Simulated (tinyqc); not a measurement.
From results to parameters: Hubbard dimer. Computed by the program tinyqc.

Problem. A two-site Hubbard model with two electrons has its ground state at (U - sqrt(U^2 + 16 t^2))/2, the triplet at 0 and the odd ionic singlet at U. Find t, U and the double occupancy per site.

singlet-triplet splitting = 0.274556 eV
gap from the ground state to the ionic odd singlet = 12.064556 eV

Solution. The difference of the two gaps is U and their product is 4 t^2; the double occupancy per site is (1 - U/sqrt(U^2 + 16 t^2))/4.

t, U (eV): 0.9100  11.7900
double occupancy per site = 0.011
